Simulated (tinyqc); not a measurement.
Fermi velocity from one capacitance.

Problem. At zero temperature and without traps graphene has Cq = 2 q^3 phi/(pi hbar^2 vF^2), charge Cq phi/2, 1/C_G = 1/Cox + 1/Cq and Vg = phi + Cq phi/(2 Cox). Find Cq, phi, vF and n.

Constants: q = 1.602176634e-19 C, hbar = 1.054571817e-34 J s. Results are converted to the units shown.

Vg = 2.8624916 V
C_G = 0.33910899 uF/cm^2
Cox = 0.35970138 uF/cm^2

Answer. The series relation gives Cq, the voltage relation phi = Vg/(1 + Cq/(2 Cox)), and the formula for Cq then vF.

Cq = 5.923 uF/cm^2
phi = 0.3100 V
vF = 1.110e6 m/s
n = 5.731e12 cm^-2

Numbers from tinyqc (`OMP_NUM_THREADS=1 python tinyqc.py 2200054 2200055 out.jsonl`; about 0.01 s on one thread of a shared Intel Xeon 2.30GHz).
